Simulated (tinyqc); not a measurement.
Inside a calculation. Model: two-mode optical phonons of a ternary alloy from two coupled oscillators. Computed by tinyqc, a small Python program that keeps every step. Command: `OMP_NUM_THREADS=1 python tinyqc.py 3028283 3028284 out.jsonl twomode walk`. One thread of a shared host (Intel(R) Xeon(R) Processor @ 2.30GHz), about 0.01 s of CPU time with the checks. Intermediate numbers are printed to about 6 digits and carried at full precision; extremes and crossings named in words are read from the listed rows.

An alloy A(x)B(1-x)C has an A-C and a B-C bond oscillator. Each TO frequency moves linearly from the impurity mode (dilute end) to the TO of the pure crystal; each strength is proportional to the number of bonds.

Inputs (values chosen for the exercise, modelled on GaAs(1-x)P(x), with A-C the GaP-like and B-C the GaAs-like bond):
```
quantity                  value  unit
omega_TO of pure AC       368.3  1/cm
omega_LO of pure AC         407  1/cm
omega_TO of pure BC       268.6  1/cm
omega_LO of pure BC       289.9  1/cm
eps_inf of AC              9.13     -
eps_inf of BC                11     -
impurity mode of A in BC  353.2  1/cm
impurity mode of B in AC  267.5  1/cm
fraction x of A             0.2     -
damping gamma                 8  1/cm
electron mass m*          0.058   m_0
```

Constants: e^2/(4 pi eps_0) = 14.39964548 eV angstrom; hbar^2/(2 m_0) = 3.80998212 eV angstrom^2; 1 THz = 33.35640952 1/cm; h x 1 THz = 4.135667696 meV.

## The two oscillators

omega_1 = (impurity mode of A) + x (omega_TO,AC - impurity mode of A); omega_2 = (impurity mode of B) + (1 - x)(omega_TO,BC - impurity mode of B); eps_inf = x eps_AC + (1 - x) eps_BC; strengths W_1 = x eps_AC (omega_LO,AC^2 - omega_TO,AC^2), W_2 = (1 - x) eps_BC (omega_LO,BC^2 - omega_TO,BC^2).

omega_1 (A-C, TO) = 356.22 1/cm

omega_2 (B-C, TO) = 268.38 1/cm

eps_inf = 10.626

W_1 = 54787.5 1/cm^2

W_2 = 104685 1/cm^2

## LO modes, coupled by the field

eps(omega) = eps_inf + W_1/(omega_1^2 - omega^2) + W_2/(omega_2^2 - omega^2) = 0 is the eigenproblem of the matrix [[omega_1^2 + W_1/eps_inf, sqrt(W_1 W_2)/eps_inf], [sqrt(W_1 W_2)/eps_inf, omega_2^2 + W_2/eps_inf]] for omega_LO^2. Uncoupled values keep the diagonal alone. eps_s = eps_inf + W_1/omega_1^2 + W_2/omega_2^2.

matrix (1/cm^2):
```
        1      2
1  132049   7127
2    7127  81880
```

lower LO mode = 284.406 1/cm

upper LO mode = 364.749 1/cm

uncoupled values (1/cm): 286.146  363.385

eps_s = 12.5112

The field pushes the upper mode up by 1.36 and the lower one down by 1.74 per cm; the lower LO stays between the two TO modes.

## Share of the polar coupling

The polar coupling of mode j is c_j = (u_j . sqrt(W))^2/(eps_inf^2 omega_j^2), u_j its eigenvector and omega_j here its LO frequency; the c_j add up to 1/eps_inf - 1/eps_s. Froehlich constant alpha_j = (e^2/(4 pi eps_0)) c_j k_j/(2 E_j), E_j = h c omega_j, k_j = sqrt(m* E_j/(hbar^2/(2 m_0))).

c_j, lower and upper mode: 0.00909191  0.00508826

share of the upper mode = 0.358829

alpha_j, lower and upper mode: 0.0430107  0.0212551

The upper mode holds 36 % of the coupling, against 23 % of the ionic part of eps_s for the upper oscillator: the field moves strength to the higher mode.

## Reflectivity

With damping, each denominator is omega_j^2 - omega^2 - i gamma omega; R = |(sqrt(eps) - 1)/(sqrt(eps) + 1)|^2.

Spectrum:
```
omega (1/cm)     Re eps    Im eps         R
252             23.1203   2.77832  0.431968
268             16.2197   48.4284  0.635608
276            -7.96068   10.5142  0.628805
284            0.461867   3.04581  0.210439
290             3.53979   1.67634  0.120175
335             11.6478  0.833300  0.299750
356             9.77283   19.2785  0.481090
360           -0.681356   10.1899  0.439482
365             1.78436   3.37153  0.179915
372             4.58348   1.22774  0.141655
401             7.84687  0.194066  0.224630
```

## Modes across the composition range

The formulas are those given above.

Frequencies (1/cm):
```
x     TO, A-C  TO, B-C  lower LO  upper LO  coupling share of the upper LO    eps_s
0.02  353.502  268.578   289.296   354.406                        0.045601  12.7842
0.10  354.710  268.490   287.016   359.100                        0.202950  12.6645
0.20  356.220  268.380   284.406   364.749                        0.358829  12.5112
0.35  358.485  268.215   280.834   372.924                        0.538955  12.2739
0.50  360.750  268.050   277.535   380.887                        0.678702  12.0281
0.65  363.015  267.885   274.413   388.740                        0.792737  11.7739
0.80  365.280  267.720   271.406   396.554                        0.889404  11.5116
0.90  366.790  267.610   269.442   401.767                        0.946849  11.3323
0.98  367.998  267.522   267.887   405.951                        0.989670  11.1863
```

The upper LO moves from 354.4 to 406.0 and the lower from 289.3 to 267.9 per cm. At each dilute end one LO-TO pair closes onto an impurity mode. The upper LO shifts by +0.53 per cm for each per cent of x near the middle, which is how Raman spectra measure composition. Its share of the polar coupling passes one half between x = 0.2 and 0.35.

Checks made by the program: generalised Lyddane-Sachs-Teller relation (relative difference below 1e-10); sum of the couplings (relative difference below 1e-10).
